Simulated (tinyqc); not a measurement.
Adding salt: a particle near a wafer in liquid: double-layer and van der Waals forces (DLVO), deposition barrier and removal. Computed by tinyqc, a small Python program. Command: `OMP_NUM_THREADS=1 python tinyqc.py 3110230 3110231 out.jsonl dlvo walk`. One thread of a shared host (Intel(R) Xeon(R) Processor @ 2.30GHz), about 0.01 s of CPU time with the checks.

Sphere and flat wall, Derjaguin approximation, constant potentials in the linear-superposition form, no retardation and no hydration force.

Inputs (values chosen for the exercise, of the order of those for alumina on silica in water):
```
quantity                             value   unit
particle radius R                       80     nm
Hamaker constant A                 1.2e-20      J
potential of the particle psi_1        -46     mV
potential of the wafer psi_2           -68     mV
salt concentration c                 0.003  mol/L
valence z of the symmetric salt          2      -
temperature T                          298      K
dielectric constant of the liquid     78.4      -
```

Constants: e = 1.602176634e-19 C; N_A = 6.02214076e+23 1/mol; eps_0 = 8.8541878128e-12 F/m; k_B = 1.380649e-23 J/K; k_B = 8.617333262e-05 eV/K.

Method:
- kappa^2 = 2 z^2 e^2 N_A (1000 c)/(eps eps_0 k_B T); gamma_i = tanh(z e psi_i/(4 k_B T)); Z = 64 pi eps eps_0 (k_B T/(z e))^2 gamma_1 gamma_2.
- The barrier height is zero when U = 0 and F = 0 together: kappa h = 1 and kappa = 6 Z/(e A), e = 2.718282 here; c follows from kappa^2, with the potentials held fixed.
- U(h) = Z R exp(-kappa h) - A R/(6 h); F(h) = -dU/dh = kappa Z R exp(-kappa h) - A R/(6 h^2), positive for repulsion.
- F = 0 reads x^2 exp(-x) = y with x = kappa h and y = A kappa/(6 Z); the left side peaks at x = 2 with 4/e^2 = 0.5413, so roots exist for smaller y: x < 2 is the barrier, x > 2 the secondary minimum.
- kappa scales as sqrt(c); potentials are held fixed. A dash marks rows without a maximum.

critical concentration = 0.158892 mol/L

kappa = 0.360420 1/nm

Z = 14.2602 pN

Against the concentration:
```
c (mol/L)  Debye length (nm)  barrier at (nm)  barrier (k_B T)  minimum at (nm)  minimum (k_B T)
1.59e-05              38.111           2.3855           244.15       3.9108e+02      -8.9747e-02
1.59e-04              12.052           1.3765           219.10       1.0610e+02      -3.2488e-01
1.59e-03               3.811           0.8134           176.18       2.7706e+01      -1.2106e+00
7.94e-03               1.705           0.5797           130.29       1.0441e+01      -3.1163e+00
3.18e-02               0.852           0.4502            77.11       4.2939e+00      -7.2592e+00
7.94e-02               0.539           0.3976            34.85       2.2826e+00      -1.3012e+01
1.43e-01               0.402           0.3817             5.37       1.4598e+00      -1.9306e+01
2.38e-01               0.312           0.3924           -20.43       9.3001e-01      -2.7809e+01
4.77e-01               0.220                -                -                -                -
```

What does the comparison show, and why?

At low salt the barrier tends to Z R = 277 k_B T; it is half of that between 0.0016 and 0.0079 mol/L and changes sign at 0.16 mol/L, while the secondary minimum deepens to -19 k_B T at 0.9 of that.

Extremes, crossings and ranges named in words are read from the listed rows.
